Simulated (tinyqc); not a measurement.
CIS and TDHF on RHF in the sto-3g basis, for H2, spin multiplicity 1, step by step. Computed by tinyqc, a small Python program that keeps every step (integrals from PySCF). Settings: charge = 0, multiplicity = 1, basis = sto-3g, method = RHF, energy threshold = 1e-10, iteration cap = 90, orthogonalisation = symmetric, start = core, DIIS depth = 6, TDHF = 1. Command: `OMP_NUM_THREADS=1 python tinyqc.py 26601 26602 out.jsonl` (the two numbers bound the seeds that draw the settings). One thread of a shared host (Intel(R) Xeon(R) Processor @ 2.60GHz), about 0.06 s of CPU time with the checks. Later iterations appear only in the table of the cycle.

## One-electron integrals

Geometry (angstrom):
```
atom         x         y         z
H     0.000000  0.000000  0.000000
H     0.000000  0.000000  1.047000
```

Basis sto-3g: exponents (1/bohr^2) and contraction coefficients of normalised primitives:
```
element  l (shell)  exponent  coefficient
H            s (1)  3.425251     0.154329
H            s (1)  0.623914     0.535328
H            s (1)  0.168855     0.444635
```

Overlap, kinetic and nuclear-attraction integrals over the contracted functions; the nuclear repulsion is the sum of Za Zb / Rab.

nuclear repulsion = 0.50542236 hartree

overlap S:
```
          1H 1s     2H 1s
1H 1s  1.000000  0.469228
2H 1s  0.469228  1.000000
```

kinetic energy T (hartree):
```
          1H 1s     2H 1s
1H 1s  0.760032  0.094792
2H 1s  0.094792  0.760032
```

nuclear attraction V (hartree):
```
           1H 1s      2H 1s
1H 1s  -1.719124  -0.734324
2H 1s  -0.734324  -1.719124
```

core Hamiltonian H = T + V (hartree):
```
           1H 1s      2H 1s
1H 1s  -0.959093  -0.639532
2H 1s  -0.639532  -0.959093
```

## Two-electron integrals

Functions are numbered as in S; the eight-fold symmetry (ij|kl) = (ji|kl) = (kl|ij) leaves the list below.

Two-electron integrals (ij|kl) in chemists' order, unique and non-zero (hartree):
```
(11|11) 0.774606   (21|11) 0.288130   (21|21) 0.139346   (22|11) 0.463001
(22|21) 0.288130   (22|22) 0.774606
```

## Orthogonalisation

S = U s U^T; symmetric (Loewdin) form X = U s^(-1/2) U^T, so that X^T S X = 1.

eigenvalues of S: 0.530772  1.469228

X:
```
           1H 1s      2H 1s
1H 1s   1.098805  -0.273802
2H 1s  -0.273802   1.098805
```

## Starting guess

The start is the orbitals of the core Hamiltonian; D = 2 C_occ C_occ^T.

D at the start:
```
          1H 1s     2H 1s
1H 1s  0.680630  0.680630
2H 1s  0.680630  0.680630
```

## Iteration 1: building the Fock matrix

J_ij = sum D_kl (ij|kl), K_ij = sum D_kl (ik|jl); F = H + J - 0.5 K; E = tr D H + tr D J / 2 - 0.25 tr D K + E_nn.

Coulomb J (hartree):
```
          1H 1s     2H 1s
1H 1s  1.234572  0.581906
2H 1s  0.581906  1.234572
```

exchange K (hartree):
```
          1H 1s     2H 1s
1H 1s  1.014282  0.802195
2H 1s  0.802195  1.014282
```

Fock matrix F (hartree):
```
           1H 1s      2H 1s
1H 1s  -0.231662  -0.458723
2H 1s  -0.458723  -0.231662
```

total energy of this density = -1.05254495 hartree

## Iteration 1: diagonalisation and new density

Diagonalise F' = X^T F X, C = X C', fill 1 alpha and 1 beta electrons from the bottom; D = 2 C_occ C_occ^T. Each column has its largest component positive (the first on a tie).

F' = X^T F X (hartree):
```
           1          2
1  -0.021051  -0.448846
2  -0.448846  -0.021051
```

orbital energies (hartree): MO1 -0.469897, MO2 0.427795

coefficients C:
```
            MO1        MO2
1H 1s  0.583365   0.970579
2H 1s  0.583365  -0.970579
```

D after iteration 1:
```
          1H 1s     2H 1s
1H 1s  0.680630  0.680630
2H 1s  0.680630  0.680630
```

## Iteration 2 (converged): orbitals

converged F (hartree):
```
           1H 1s      2H 1s
1H 1s  -0.231662  -0.458723
2H 1s  -0.458723  -0.231662
```

As before.

F' = X^T F X (hartree):
```
           1          2
1  -0.021051  -0.448846
2  -0.448846  -0.021051
```

orbital energies (hartree): MO1 -0.469897, MO2 0.427795

coefficients C:
```
            MO1        MO2
1H 1s  0.583365   0.970579
2H 1s  0.583365  -0.970579
```

D after iteration 2:
```
          1H 1s     2H 1s
1H 1s  0.680630  0.680630
2H 1s  0.680630  0.680630
```

## Convergence

Stop when the energy changes by less than 1e-10 hartree and every element of the error matrix X^T (F D S - S D F) X is below 3e-06.

Course of the cycle:
```
iteration  E (hartree)    change  largest element of the error matrix
1          -1.05254495         -                             2.26e-16
2          -1.05254495  0.000000                             2.26e-16
```

PySCF RHF in the same basis = -1.05254495 hartree

Converged in 2 iterations.

## Populations, bond orders and dipole

Mulliken: Z minus the diagonal of D S on the atom; Loewdin: the same with S^(1/2) D S^(1/2); Mayer order: 2 sum_s sum (D(s) S)_ij (D(s) S)_ji over the two atoms.

Charges (e):
```
atom  Mulliken  Loewdin
1H           0        0
2H           0        0
```

Mayer bond orders:
```
pair     order
2-1   1.000000
```

dipole moment about the origin, x y z (debye): 0.000000  0.000000  0.000000

## Integrals over molecular orbitals

(pq|rs) = sum C_ip C_jq C_kr C_ls (ij|kl), one index at a time.

one-electron integrals over orbitals h = C^T H C (hartree):
```
           1          2
1  -1.088071   0.000000
2   0.000000  -0.602068
```

Two-electron integrals over orbitals (pq|rs), unique and non-zero (hartree):
```
(11|11) 0.618174   (21|21) 0.199791   (22|11) 0.614827   (22|22) 0.645642
```

## CIS matrix, singlets

A(ia,jb) = (e_a - e_i) d_ij d_ab + 2 (ia|jb) - (ij|ab).

CIS matrix A, singlet (hartree):
```
          1>2
1>2  0.682447
```

## CIS singlet states

dipole integrals <i|r|a> (bohr):
```
            x         y          z
1>2  0.000000  0.000000  -1.120255
```

Diagonalise A (1 hartree = 27.211386 eV); each vector has its largest component positive (the first on a tie). The transition dipole is mu = sqrt2 sum c_ia <i|r|a>.

singlet excitation energies (eV): 18.570319

lowest vectors:
```
      state 1
1>2  1.000000
```

oscillator strengths 2/3 w |mu|^2: 1.141935

## TDHF (RPA) singlet states

B(ia,jb) = 2 (ia|jb) - (ib|ja); the squared energies are the eigenvalues of (A - B)(A + B); 1 hartree = 27.211386 eV.

TDHF matrix B, singlet (hartree):
```
          1>2
1>2  0.199791
```

squared energies w^2 (hartree^2): 0.425817

TDHF energies from the positive w^2 (eV): 17.756693

## CIS matrix, triplets

A(ia,jb) = (e_a - e_i) d_ij d_ab - (ij|ab).

CIS matrix A, triplet (hartree):
```
          1>2
1>2  0.282864
```

## CIS triplet states

Diagonalise A (1 hartree = 27.211386 eV); each vector has its largest component positive (the first on a tie).

triplet excitation energies (eV): 7.697123

lowest vectors:
```
      state 1
1>2  1.000000
```

## TDHF (RPA) triplet states

B(ia,jb) = - (ib|ja); the squared energies are the eigenvalues of (A - B)(A + B); 1 hartree = 27.211386 eV.

TDHF matrix B, triplet (hartree):
```
           1>2
1>2  -0.199791
```

squared energies w^2 (hartree^2): 0.040096

TDHF energies from the positive w^2 (eV): 5.448770
